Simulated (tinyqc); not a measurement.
Carrier lifetime of an n-type layer with SRH, radiative, Auger and surface recombination: one step of the calculation.

Uniform excess density dn = dp (no trapping), n = n0 + dn, p = p0 + dn, Boltzmann statistics, full ionisation. Surfaces enter as a rate 2 S dn/d, which holds while diffusion to them is fast.

Question. New dn. With e = n p - ni^2 = dn (n0 + p0 + dn): U_SRH = e/(tp0 (n + n1) + tn0 (p + p1)), U_rad = B e, U_Aug = (Cn n + Cp p) e, U_s = 2 S dn/d. Newton step on ln U(ln dn) = ln G, U the sum: k = d ln U/d ln dn (central difference over factors 1.0001), dn(new) = dn (G/U)^(1/k).

Parameters, values chosen for the exercise; band and dielectric values close to those of silicon:
- B = 4.71e-15 cm^3/s (radiative coefficient)
- Cn = 2.5e-31 cm^6/s (Auger coefficient (two electrons))
- Cp = 2e-31 cm^6/s (Auger coefficient (two holes))
- S = 800 cm/s (surface recombination velocity (both faces))
- d = 300 um (sample thickness)
- G = 9.9e20 cm^-3 s^-1 (generation rate)

dn at the start = 3e17 cm^-3
n0 = 1.1e17 cm^-3
p0 = 7.9851929e5 cm^-3
n1 = 1.1895416e13 cm^-3
p1 = 7.3841151e9 cm^-3
tn0 = 0.077160494 s
tp0 = 0.23148148 s

Give: U_SRH; U_rad; U_Aug; U_s; k; dn after iteration 1.

Answer.

U_SRH = 1.042e18 cm^-3 s^-1
U_rad = 5.793e20 cm^-3 s^-1
U_Aug = 1.999e22 cm^-3 s^-1
U_s = 1.600e22 cm^-3 s^-1
k = 1.866
dn after iteration 1 = 4.334e16 cm^-3

Range of the model: S d exceeds 2.5 cm^2/s, comparable with a diffusion coefficient, so 2 S/d overstates the surface loss.

Program tinyqc, `OMP_NUM_THREADS=1 python tinyqc.py 2300027 2300028 out.jsonl`; Intel Xeon 2.30GHz, shared host, one thread, about 0.01 s.
